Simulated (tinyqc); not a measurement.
## Abrupt p-n junction, non-linear Poisson equation by Newton steps: capacitance and field against bias

One dimension, p side on the left, n side on the right; net doping C = -Na for x < 0 and +Nd for x > 0. The potential psi is counted from the intrinsic level, and the quasi-Fermi potentials are flat: 0 for holes and -V for electrons, so n = ni exp((psi + V)/Vt) and p = ni exp(-psi/Vt) (Boltzmann statistics, full ionisation, no current). Under reverse bias this makes the minority densities vanishingly small everywhere; they play no part in the charge.

The Poisson equation d/dx(eps0 eps_r dpsi/dx) = -q (p - n + C) is solved on a mesh of more than 1000 nodes that ends in neutral material (psi_p = -Vt ln(Na/ni), psi_n = Vt ln(Nd/ni) - V). C_j = q d/dV of the integral of p over x, from the linearised equation. ni = sqrt(Nc Nv) exp(-Eg/(2 Vt)), Eg in volts. Depletion approximation: Vbi = Vt ln(Na Nd/ni^2), W = sqrt(2 eps0 eps_r (Vbi - V)(1/Na + 1/Nd)/q), xp = W Nd/(Na + Nd), xn = W Na/(Na + Nd), peak field 2 (Vbi - V)/W, capacitance eps0 eps_r/W. The last column applies it to an abrupt Na-Nd junction.

Values chosen for this exercise; band and dielectric values close to those of gallium nitride:
- T = 250 K (temperature)
- Eg = 3.37 eV (band gap)
- eps_r = 9.47 (relative permittivity)
- Nc = 1.77e18 cm^-3 (conduction-band density of states at T)
- Nv = 3.54e19 cm^-3 (valence-band density of states at T)
- Na = 6.8e17 cm^-3 (acceptor density of the p side)
- Nd = 2.9e18 cm^-3 (donor density of the n side)

Constants: q = 1.602176634e-19 C, kB = 1.380649e-23 J/K, Vt = kB T/q, eps0 = 8.8541878128e-14 F/cm where lengths are in cm. Results are converted to the units shown.

Results:

| V (V) | peak \|E\| (kV/cm) | C_j (nF/cm^2) | 1/C_j^2 (cm^4/uF^2) | eps0 eps_r/C_j (nm) | abrupt depletion C (nF/cm^2) |
|---|---|---|---|---|---|
| 0 | 827.4 | 106.7 | 87.90 | 78.61 | 106.0 |
| -0.29 | 863.5 | 102.2 | 95.74 | 82.04 | 101.6 |
| -0.86 | 930.4 | 94.85 | 111.1 | 88.40 | 94.36 |
| -1.14 | 961.6 | 91.78 | 118.7 | 91.36 | 91.33 |
| -1.43 | 992.8 | 88.89 | 126.6 | 94.33 | 88.49 |
| -1.71 | 1022 | 86.35 | 134.1 | 97.11 | 85.98 |
| -2 | 1052 | 83.93 | 142.0 | 99.90 | 83.59 |

Estimate the missing row, V = -0.57 V.

Computed row:

| V (V) | peak \|E\| (kV/cm) | C_j (nF/cm^2) | 1/C_j^2 (cm^4/uF^2) | eps0 eps_r/C_j (nm) | abrupt depletion C (nF/cm^2) |
|---|---|---|---|---|---|
| -0.57 | 897.0 | 98.39 | 103.3 | 85.22 | 97.84 |

With this row back in the table: With V going from 0 to -2 V, C_j falls from 107 to 83.9 nF/cm^2 and the peak field rises from 827 to 1050 kV/cm. The slope of 1/C_j^2, read as N = 2/(q eps0 eps_r |slope|), gives 5.51e17 cm^-3 between the first two rows and 5.51e17 cm^-3 between the last two, against Na Nd/(Na + Nd) = 5.51e17 cm^-3; the slopes of all rows agree within 0.01 %, as for uniform doping at both edges. At the end C_j goes as (Vbi - V)^(-0.50) with Vbi = 3.30 V, and it is 0.41 % above the abrupt depletion formula (at the first row 0.66 % above it).

Program tinyqc, `OMP_NUM_THREADS=1 python tinyqc.py 2000152 2000153 out.jsonl`; Intel Xeon 2.30GHz, shared host, one thread, about 0.05 s.
